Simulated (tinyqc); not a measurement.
Inside a calculation. Method: tight binding, honeycomb lattice. Computed by tinyqc, a small Python program that keeps every step. Settings: t1 = 2.28, t2 = 0.24, phi = 0, delta = 0, points = 7. Command: `OMP_NUM_THREADS=1 python tinyqc.py 29793 29794 out.jsonl` (the two numbers bound the seeds that draw the settings). One thread of a shared host (Intel(R) Xeon(R) Processor @ 2.60GHz), about 0.01 s of CPU time with the checks.

## Bloch Hamiltonian at k

Parameters chosen for this model:
```
parameter     value                        unit
t1         2.280000                 eV, nearest
t2         0.240000       eV, second neighbours
phi               0  rad, phase of t2 (Haldane)
delta             0          eV, +/- on A and B
```

k point k (fractions of the reciprocal vectors): 0.100000  -0.110000

H_AB = -t1 (1 + exp(-i k.a1) + exp(-i k.a2)); H_AA = delta - 2 t2 sum cos(k.b + phi), H_BB = -delta - 2 t2 sum cos(k.b - phi), b = a1, a2 - a1, -a2.

H(k) at k (eV):
```
                     A                    B
A            -0.877546  -5.881329-0.113176i
B  -5.881329+0.113176i            -0.877546
```

## Levels at k

Diagonalise the Hermitian matrix.

eigenvalues (eV): -6.759963  5.004872

weights |c|^2 of the basis functions:
```
     band 1    band 2
A  0.500000  0.500000
B  0.500000  0.500000
```

## Bloch Hamiltonian at K

k point K (fractions of the reciprocal vectors): 0.333333  0.666667

As before.

H(k) at K (eV):
```
          A         B
A  0.720000  0.000000
B  0.000000  0.720000
```

## Levels at K

As before.

eigenvalues (eV): 0.720000  0.720000

## Bands along a path

The same steps at evenly spaced points between the labelled ones.

Bands along the path (eV):
```
k             band 1    band 2
G          -8.280000  5.400000
G-K 0.25   -7.300460  5.157691
G-K 0.50   -4.800000  4.320000
G-K 0.75   -1.800000  2.760000
K           0.720000  0.720000
K-M 0.25   -0.265584  1.623229
K-M 0.50   -1.077691  2.260460
K-M 0.75   -1.613025  2.636218
M          -1.800000  2.760000
M-K' 0.25  -1.613025  2.636218
M-K' 0.50  -1.077691  2.260460
M-K' 0.75  -0.265584  1.623229
K'          0.720000  0.720000
```

With 1 band(s) filled, the highest filled level on these points lies at K and the lowest empty one at K: the bands touch or overlap, so there is no gap.
